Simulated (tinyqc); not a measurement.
Growth with time: grain growth, pinning, strength and diffusional creep of a polycrystal or thin film. Computed by tinyqc, a small Python program. Command: `OMP_NUM_THREADS=1 python tinyqc.py 3002790 3002791 out.jsonl grain walk`. One thread of a shared host (Intel(R) Xeon(R) Processor @ 2.30GHz), about 0.01 s of CPU time with the checks.

One mean grain size d describes the structure.

Inputs (values chosen for the exercise, modelled on copper): boundary energy gamma = 0.6 J/m^2; mobility prefactor M0 = 3.6e-06 m^4/(J s); activation energy of boundary motion Q_m = 1.2 eV; anneal temperature T = 475 K; initial grain size d0 = 96 nm; particle volume fraction f = 0.0076; particle radius r = 20 nm.

Sample: bulk.

Constants: k_B = 8.617333262e-05 eV/K.

Method. M = M0 exp(-Q_m/(k_B T)). The driving pressure is 2 gamma/d. Zener pinning pressure 3 f gamma/(2 r) stops growth at d_Z = 4 r/(3 f). The limit is d_lim = d_Z. dd/dt = 2 M gamma (1/d - 1/d_lim) integrates to 2 M gamma t = d_lim (d0 - d) + d_lim^2 ln[(d_lim - d0)/(d_lim - d)]; without pinning d^2 = d0^2 + 4 M gamma t.

limit d_lim = 3508.77 nm

mobility M = 6.67162e-19 m^4/(J s)

At T:
```
t (s)     free growth (nm)  pinned growth (nm)  d/d_lim
2.30e+04               215               210.6  0.06002
7.70e+04               364               351.8  0.10025
2.30e+05               614               579.2  0.16507
7.70e+05              1115               999.8  0.28495
2.30e+06              1921              1587.9  0.45256
7.70e+06              3513              2451.8  0.69876
2.30e+07              6069              3192.3  0.90981
7.70e+07             11104              3500.1  0.99753
```

What follows from these numbers?

The apparent exponent d ln d/d ln t of the pinned growth is at most about 0.46, below the ideal 1/2, and falls to 0.076 in the last rows: pinning hides it late.
